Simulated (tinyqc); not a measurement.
From results back to parameters: free-carrier optics of a doped semiconductor (Drude model with one polar phonon). Five cases, with inputs chosen for the exercise.

Problem. The upper coupled mode solves E^4 - (wL^2 + Ep^2) E^2 + Ep^2 wT^2 = 0 with wL = wT sqrt(es/ei); N is hidden.

eps(E) = ei [1 - Ep^2/(E^2 + i E Gam)] + (es - ei) wT^2/(wT^2 - E^2 - i E gT), with Ep^2 = 8 pi c (e^2/(4 pi eps0)) N/(m ei), c = hbar^2/2m0, N in 1/angstrom^3 (1e-24 per 1/cm^3); Gam = hbar/tau, tau = mu m m0/e with m0/e = 5.685630e-12 kg/C and mu in m^2/(V s). Energies in meV.

Constants: hbar^2/2m0 = 3.80998211 eV angstrom^2; e^2/(4 pi eps0) = 14.39964547 eV angstrom.

Find: Ep; N; L-.

Method. Ep^2 = L+^2 (L+^2 - wL^2)/(L+^2 - wT^2); the product of the roots gives L- = Ep wT/L+.

Case 1.

Values chosen (mass and dielectric values near those of GaSb; N and mu are free inputs; interband absorption and the rise of the mass with filling are left out; the results hold for these values, not for the real material): m = 0.043 m0 (conductivity mass); ei = 14.43 (high-frequency dielectric constant); wT = 27.5 meV (TO phonon); es = 15.61 (static dielectric constant).

L+ = 29.8818 meV

Solution.

Ep = 22.11 meV
N = 2.20e+17 1/cm^3
L- = 20.35 meV

Case 2.

Values chosen (mass and dielectric values near those of InSb; N and mu are free inputs; interband absorption and the rise of the mass with filling are left out; the results hold for these values, not for the real material): m = 0.013 m0 (conductivity mass); ei = 15.57 (high-frequency dielectric constant); wT = 22.1 meV (TO phonon); es = 16.33 (static dielectric constant).

L+ = 36.4959 meV

Solution.

Ep = 35.98 meV
N = 1.90e+17 1/cm^3
L- = 21.79 meV

Case 3.

Values chosen (mass and dielectric values near those of SiC; N and mu are free inputs; interband absorption and the rise of the mass with filling are left out; the results hold for these values, not for the real material): m = 0.422 m0 (conductivity mass); ei = 6.64 (high-frequency dielectric constant); wT = 99.1 meV (TO phonon); es = 9.75 (static dielectric constant).

L+ = 139.8857 meV

Solution.

Ep = 101.65 meV
N = 2.10e+19 1/cm^3
L- = 72.02 meV

Case 4.

Values chosen (mass and dielectric values near those of InAs; N and mu are free inputs; interband absorption and the rise of the mass with filling are left out; the results hold for these values, not for the real material): m = 0.0268 m0 (conductivity mass); ei = 12 (high-frequency dielectric constant); wT = 26.6 meV (TO phonon); es = 14.75 (static dielectric constant).

L+ = 34.3198 meV

Solution.

Ep = 27.78 meV
N = 1.80e+17 1/cm^3
L- = 21.53 meV

Case 5.

Values chosen (mass and dielectric values near those of InSb; N and mu are free inputs; interband absorption and the rise of the mass with filling are left out; the results hold for these values, not for the real material): m = 0.014 m0 (conductivity mass); ei = 15.43 (high-frequency dielectric constant); wT = 22.7 meV (TO phonon); es = 16.61 (static dielectric constant).

L+ = 25.1610 meV

Solution.

Ep = 20.52 meV
N = 6.60e+16 1/cm^3
L- = 18.52 meV

Computed by tinyqc, one run a case: `OMP_NUM_THREADS=1 python tinyqc.py N N+1 out.jsonl` with N = 1652003, 1652006, 1652009, 1652060, 1652133; one thread of a shared Intel(R) Xeon(R) Processor @ 2.30GHz, about 0.01 s a run at most.
